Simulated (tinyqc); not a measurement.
Energy relaxation with and without hot phonons: decay of LO phonons and the hot-phonon bottleneck in the cooling of electrons. Computed by tinyqc, a small Python program. Command: `OMP_NUM_THREADS=1 python tinyqc.py 3016617 3016618 out.jsonl hotphonon walk`. One thread of a shared host (Intel(R) Xeon(R) Processor @ 2.30GHz), about 0.01 s of CPU time with the checks.

n(E, T) = 1/(exp(E/(k_B T)) - 1) is the Bose occupation. Electrons have a temperature T_e; the LO modes within their reach share one occupation N; the decay products stay at the lattice temperature.

Inputs (values chosen for the exercise, modelled on indium phosphide):
```
quantity,value,unit
LO energy hbar omega,43,meV
"lifetime at T = 0, tau_0",8.5,ps
share f of the energy in the softer product,0.18,-
lattice temperature T,300,K
electron mass m*,0.0787,m_0
eps_inf,9.46,-
static dielectric constant eps_s,12.4,-
electron density n,1.5e+19,1/cm^3
"density of LO modes that the electrons reach, N_m",3.7e+19,1/cm^3
```

Decay channel: two unequal phonons (Ridley).

Constants: k_B = 8.617333262e-05 eV/K; c = 299792458 m/s; e^2/(4 pi eps_0) = 14.39964548 eV angstrom; hbar^2/(2 m_0) = 3.80998212 eV angstrom^2; hbar = 6.582119569e-16 eV s; e = 1.602176634e-19 C; k_B = 1.380649e-23 J/K.

Method:
- Decay rate 1/tau = (1/tau_0) [1 + n(f hbar omega) + n((1 - f) hbar omega)].
- Full width Gamma = 1/(2 pi c tau) in 1/cm, c in cm/s.
- Froehlich coupling alpha = (e^2/(4 pi eps_0)) (1/eps_inf - 1/eps_s) k_0/(2 hbar omega), k_0 = sqrt(m* hbar omega/(hbar^2/(2 m_0))); emission time tau_sp = hbar/(2 alpha hbar omega); bottleneck ratio r = (n/N_m) tau/tau_sp.
- Net emission per electron: [(N + 1) x - N]/tau_sp with x = exp(-hbar omega/(k_B T_e)), a simple two-level balance; steady state of the modes: n [(N + 1) x - N]/tau_sp = N_m (N - N_0)/tau; power per electron P = hbar omega [(N + 1) x - N]/tau_sp.
- P(T_e) = (hbar omega/tau_sp) [(N_0 + 1) x - N_0]/[1 + r (1 - x)], and r = 0 without hot phonons; energy relaxation time tau_E = (3/2) k_B (T_e - T)/P.

emission time tau_sp = 61.1955 fs

equilibrium LO occupation N_0 = 0.233821

bottleneck ratio r = 13.3804

phonon lifetime tau = 2.01975 ps

Cooling:
```
T_e (K),"P, cold phonons (nW)","P, hot phonons (nW)",ratio,tau_E (ps),N
330,4.2971,0.37592,11.431,1.6527,0.27850
380,11.038,1.0238,10.781,1.6183,0.35550
450,19.505,1.9572,9.9658,1.5872,0.46644
600,34.145,3.9910,8.5555,1.5568,0.70816
800,48.119,6.6746,7.2094,1.5514,1.0271
1100,61.924,10.532,5.8796,1.5731,1.4856
1600,75.364,16.437,4.5849,1.6379,2.1874
2300,85.489,23.684,3.6096,1.7489,3.0487
```

What does the comparison show, and why?

Reabsorption cuts the loss by a factor 11.4 at the lowest T_e and 3.61 at the highest; the factor is 1 + r (1 - x) with r = 13.4. tau_E stays at 1.7 ps, with its shortest value, 1.6 ps, at T_e = 800 K, against tau_sp = 61 fs and a phonon lifetime of 2.0 ps. For r (1 - x) much above 1 the loss tends to hbar omega (N_m/n)(n(hbar omega, T_e) - N_0)/tau, in which tau_sp no longer appears. In the coldest rows the electrons are degenerate, so (3/2) k_B (T_e - T) overstates their excess energy. Pauli blocking is left out, as are upper valleys and non-parabolic bands, which can matter above about 1000 K.

Extremes, crossings and ranges named in words are read from the listed rows.
